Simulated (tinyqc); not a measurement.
## Trap density from the barrier height

Problem. In a partly depleted grain with all boundary traps filled, 2 N W = Qt and VB = q N W^2/(2 eps0 eps_r). Find Qt, W and the doping at which VB would equal Vt.

Parameters, values chosen for the exercise:
- T = 350 K (temperature)
- eps_r = 11.7 (relative permittivity)

Constants: q = 1.602176634e-19 C, kB = 1.380649e-23 J/K, Vt = kB T/q, eps0 = 8.8541878128e-14 F/cm where lengths are in cm. Results are converted to the units shown.

doping = 1.8e18 cm^-3
barrier height = 0.21748952 V

Answer. Eliminating W gives VB = q Qt^2/(8 eps0 eps_r N), which falls as 1/N.

Qt = 4.50e12 cm^-2
W = 12.5 nm
doping for VB = Vt = 1.30e19 cm^-3

tinyqc, about 0.01 s, one thread, Intel Xeon 2.30GHz (shared host): `OMP_NUM_THREADS=1 python tinyqc.py 2830280 2830281 out.jsonl`
